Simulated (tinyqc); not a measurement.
From a target to a composition: model-solid line-up of a strained alloy layer on a substrate.

Problem. A layer of the alloy is strained to the substrate, and its gap (Ec minus the top valence edge) is given. Find x between 0.02 and 0.45, where the gap is monotonic.

All values of the alloy are linear in x but the gap, Eg(x) = (1 - x) Eg_A + x Eg_B - C x (1 - x), and the valence edge, Ev(x) = (1 - x) Ev_A + x Ev_B + fv C x (1 - x); Ec = Ev + Eg. Ev is the top of the unstrained valence band on a scale common to all materials. In the layer only the Gamma valley of the conduction band is followed, also where an X or L valley would lie lower.

Coherent growth on a (111) face: e_par = (a_s - a)/a, e_perp = -(2 C11 + 4 C12 - 4 C44)/(C11 + 2 C12 + 4 C44) e_par; exx = eyy = ezz = (2 e_par + e_perp)/3 and exy = eyz = ezx = (e_perp - e_par)/3.

Strained edges: Ec + ac tr(e); the valence edges are Ev plus the levels of the 6 x 6 matrix of X, Y, Z times spin with -Dso/3 + l exx + m (eyy + ezz) on the diagonal (cyclic), n exy off it, l = av + 2 b, m = av - b, n = sqrt(3) d. Spin-orbit term (Dso/3) L.sigma on X, Y, Z with (L_k)_ij = -i epsilon_kij: <X+|H|Y+> = -i Dso/3, <X+|H|Z-> = Dso/3, <Y+|H|Z-> = -i Dso/3, <Z+|H|X-> = -Dso/3, <Z+|H|Y-> = i Dso/3, <X-|H|Y-> = i Dso/3, and their conjugates; + and - are the spin along z.

Values chosen for the exercise (A near InAs, B near AlAs, substrate near InAs; the results hold for these values, not for the real material): a = (6.052, 5.666) angstrom (lattice constant of A, B); Eg = (0.422, 3.066) eV (gap at Gamma to the s-like level of A, B); Dso = (0.394, 0.282) eV (spin-orbit splitting of A, B); Ev = (-0.59, -1.34) eV (top of the unstrained valence band of A, B); ac = (-5.08, -5.57) eV (conduction deformation potential of A, B); av = (0.99, 2.48) eV (valence hydrostatic potential of A, B); b = (-1.77, -2.29) eV (tetragonal shear potential of A, B); d = (-3.6, -3.37) eV (trigonal shear potential of A, B); C11 = (82.8, 125) GPa (of A, B); C12 = (45, 54) GPa (of A, B); C44 = (40, 54.2) GPa (of A, B); C = 0.816 eV (bowing of the gap); fv = 0.2 (share of the bowing taken by the valence edge); a_s = 6.052 angstrom (substrate); face = 111 (growth face).

strained gap = 0.662564 eV

Find: x; e_par; gap of the relaxed alloy.

Solution. Bisect on x; the strained gap is 0.4434 eV at x = 0.02 and 0.9835 eV at x = 0.45.

x = 0.210
e_par = 1.358 %
gap of the relaxed alloy = 0.842 eV

tinyqc: `OMP_NUM_THREADS=1 python tinyqc.py 1081178 1081179 out.jsonl`; about 0.02 s, one thread, shared Intel(R) Xeon(R) Processor @ 2.30GHz.
